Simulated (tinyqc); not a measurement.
## Scattering mobility, thermal velocity and mass from two apparent mobilities

Problem. 1/mu_app = 1/mu_0 + 1/mu_B with the ballistic mobility mu_B = vT L/(2 Vt) and vT = sqrt(2 kB T/(pi m)) (non-degenerate carriers); the mean free path is 2 Vt mu_0/vT. Find mu_0, vT, m and the mean free path.

Parameters, values chosen for the exercise:

| symbol | value | unit | meaning |
|---|---|---|---|
| T | 300 | K | temperature |

Constants: q = 1.602176634e-19 C, kB = 1.380649e-23 J/K, m0 = 9.1093837015e-31 kg, Vt = kB T/q. Results are converted to the units shown.

apparent mobility at L = 15 and 400 nm (cm^2/(V s)): 349.06573  2720.6090

Solution. 1/mu_app is linear in 1/L: the slope is 2 Vt/vT and the intercept 1/mu_0.

mu_0 = 3.70e3 cm^2/(V s)
vT = 1.33e7 cm/s
m = 0.164 m0
mean free path = 144 nm

tinyqc, about 0.02 s, one thread, Intel Xeon 2.30GHz (shared host): `OMP_NUM_THREADS=1 python tinyqc.py 2380163 2380164 out.jsonl`
